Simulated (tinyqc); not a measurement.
Worked calculation: two-band massive Dirac model of the K valleys. Values are carried at full precision from step to step, so a last printed digit may differ when a step is redone from the rounded ones.

Basis (conduction, valence): H = [[D/2, a t (tau kx - i ky)], [a t (tau kx + i ky), -D/2 + lam tau sz]], valley tau = +/-1, spin sz = +/-1. The gap of a spin and valley is G = D - lam tau sz. Berry curvature Omega = curl of i<u|grad u>; for the conduction band Omega_c = -tau 2 a^2 t^2 G/(G^2 + 4 a^2 t^2 k^2)^(3/2), and Omega_v = -Omega_c.

Constants: hbar^2/2m0 = 3.80998211 eV angstrom^2.

Parameters, chosen for this exercise (near those used for monolayer WSe2; the results hold for these values, not for the real material):
```
symbol  value           unit        meaning
a       3.316           angstrom    lattice constant
D       1.6             eV          gap parameter
t       1.25            eV          effective hopping
lam     0.248           eV          half the valence spin splitting
tau     1                           valley
sz      -1                          spin
k       (0.043, 0.079)  1/angstrom  wave vector from the valley
h       0.04            1/angstrom  side of the plaquette
```

## Band edges of the four flavours

At k = 0: Ec = D/2, Ev = -D/2 + lam tau sz; mass m/m0 = c G/(a t)^2 for both bands, c = hbar^2/2m0; Omega_c(0) = -2 tau a^2 t^2/G^2.

Edges:
```
tau  sz  Ec (eV)  Ev (eV)  G (eV)  mass (m0)  Omega_c (angstrom^2)
1     1   0.8000  -0.5520  1.3520     0.2998               -18.799
1    -1   0.8000  -1.0480  1.8480     0.4098               -10.062
-1    1   0.8000  -1.0480  1.8480     0.4098                10.062
-1   -1   0.8000  -0.5520  1.3520     0.2998                18.799
```

The top of the valence band has spin up at tau = +1 and spin down at tau = -1: spin and valley are locked, with 496 meV between the two valence bands (A and B transitions at 1.352 and 1.848 eV, without exciton binding).

## H at one k

Fill in the matrix and diagonalise: E = lam tau sz/2 -/+ sqrt(G^2/4 + a^2 t^2 k^2).

H (eV), rows c, v and columns alike:
$$\begin{pmatrix}
0.8000 & 0.1782-0.3275i \\
0.1782+0.3275i & -1.0480
\end{pmatrix}$$

levels (eV): [-1.1204, 0.8724]

cos(theta) = G/(E+ - E-) = 0.9274

## Curvature, orbital moment and circular dichroism

Omega_c from the formula; orbital moment of both bands m = -tau (a t)^2 G/(c (G^2 + 4 a^2 t^2 k^2)) in Bohr magnetons (charge -e), c = hbar^2/2m0; interband strengths |P+/-|^2 proportional to (1 +/- tau cos(theta))^2 for P+/- = Px +/- i Py, and eta = (|P+|^2 - |P-|^2)/(|P+|^2 + |P-|^2) = 2 tau cos(theta)/(1 + cos^2(theta)).

Omega_c = -8.024 angstrom^2
orbital moment = -2.099 muB
eta = 0.9972

All three change sign with the valley. The selection rule, exact at k = 0, still holds to 99.7 % here.

## The curvature from a plaquette

Corners counter-clockwise around k, from (-h/2, -h/2); upper eigenvector u with its first component real and positive; Omega = -(sum of arg <u_j|u_(j+1)>)/h^2.

Corners:
```
j      kx      ky      u_c               u_v  arg <u_j|u_j+1> (rad)
1  0.0230  0.0590  0.99044  0.05010+0.12853i              -0.010978
2  0.0630  0.0590  0.98299  0.13405+0.12554i               0.010996
3  0.0630  0.0990  0.97080  0.12880+0.20240i               0.016963
4  0.0230  0.0990  0.97721  0.04803+0.20676i              -0.004199
```

Omega_c from the plaquette = -7.988 angstrom^2

The formula at the centre gives -8.024; the plaquette averages over its area.

## Checks

- Curvature formula against a plaquette of side 1e-4: both -8.0245.
- Eta against the matrix elements of dH/dkx +/- i dH/dky: both 0.99716.

tinyqc: `OMP_NUM_THREADS=1 python tinyqc.py 1452635 1452636 out.jsonl`; about 0.01 s, one thread, shared Intel(R) Xeon(R) Processor @ 2.30GHz.
